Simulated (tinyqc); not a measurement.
# Insulator thickness and V0 from two charges

Inverse problem. In an undoped wire Vg - V0 = Q/Cox + Vt ln(Q/Q0) + Vt ln(1 + Q/Q0) at the source, with Q0 = 4 eps0 eps_r Vt/R and Cox = eps0 eox/(R ln(1 + tox/R)). Find Cox, tox and V0.

Inputs (values chosen for the exercise); material values those of a made-up semiconductor:
- T = 350 K (temperature)
- eps_r = 9.6 (relative permittivity of the semiconductor)
- eox = 7.31 (relative permittivity of the gate insulator)
- R = 5 nm (wire radius)

Constants: q = 1.602176634e-19 C, kB = 1.380649e-23 J/K, Vt = kB T/q, eps0 = 8.8541878128e-14 F/cm where lengths are in cm. Results are converted to the units shown.

Qs at Vg = 0.8 and 1.2 V (nC/cm^2): [482.37185, 1201.8557]

Solution. The two equations are linear in 1/Cox and V0; tox follows by inverting the logarithm.

Cox = 2.051 uF/cm^2
tox = 4.400 nm
V0 = 0.5025 V

tinyqc, about 0.04 s, one thread, Intel Xeon 2.30GHz (shared host): `OMP_NUM_THREADS=1 python tinyqc.py 2460147 2460148 out.jsonl`
